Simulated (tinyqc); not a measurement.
Deep level with several charge states, and Shockley-Read-Hall recombination: one step. Recombination through one level.

One level at Et with degeneracy 1: tn = 1/(sn vth Nt), tp = 1/(sp_ vth Nt), n1 = Nc exp((Et - Eg)/kT), p1 = Nv exp(-Et/kT), ni^2 = n1 p1. Equilibrium p0 = Nm, n0 = ni^2/Nm; n = n0 + dn, p = p0 + dn. U = (n p - ni^2)/(tp (n + n1) + tn (p + p1)), lifetime dn/U; emission rates en = sn vth n1, ep = sp_ vth p1.

Constants: kB = 8.617333262e-05 eV/K.

Inputs chosen for the exercise (gap and densities of states near those of GaN at this temperature; the results hold for these values, not for the real material): Eg = 3.463 eV (gap); Nc = 1.63e+18 1/cm^3 (conduction-band density of states); Nv = 3.35e+19 1/cm^3 (valence-band density of states); T = 250 K; Et = 2.345 eV (recombination level above Ev); Nt = 1.3e+16 1/cm^3 (defects); sn = 7.3e-15 cm^2 (electron capture cross-section); sp_ = 2.7e-16 cm^2 (hole capture cross-section); vth = 25000000 cm/s (thermal velocity, both carriers); Nm = 1.3e+17 1/cm^3 (equilibrium holes for the lifetime steps); dn = 9.8e+14 1/cm^3 (excess pairs).

Problem. Evaluate each quantity.

Give: tn, tp; n1, p1; U; lifetime.

Solution.

tn, tp (microsecond): 0.0004215  0.01140

n1, p1 (1/cm^3): 4.72e-05  1.79e-28

U = 1.93e+24 1/(cm^3 s)
lifetime = 0.000507 microsecond

The lifetime is 1.202 times the minority capture time tn and 0.0429 times tn + tp, the limit of high injection.

Program tinyqc; command `OMP_NUM_THREADS=1 python tinyqc.py 1680909 1680910 out.jsonl`; about 0.01 s on one thread of a shared Intel(R) Xeon(R) Processor @ 2.30GHz.
